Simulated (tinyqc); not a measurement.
## Threshold and carrier lifetime from two turn-on delays

Inverse problem. With a constant carrier lifetime tau, a current step from 0 to I reaches threshold after td = tau ln(I/(I - Ith)). Find Ith and tau.

turn-on delay for steps from 0 to 3.7 and to 7.3 mA (ns): [3.3470994, 1.2756453]

Answer. The ratio of the delays holds no tau and rises steadily with Ith, so it has one root below the smaller current.

Ith = 2.40 mA
tau = 3.20 ns

Numbers from tinyqc (`OMP_NUM_THREADS=1 python tinyqc.py 2840002 2840003 out.jsonl`; about 0.01 s on one thread of a shared Intel Xeon 2.30GHz).
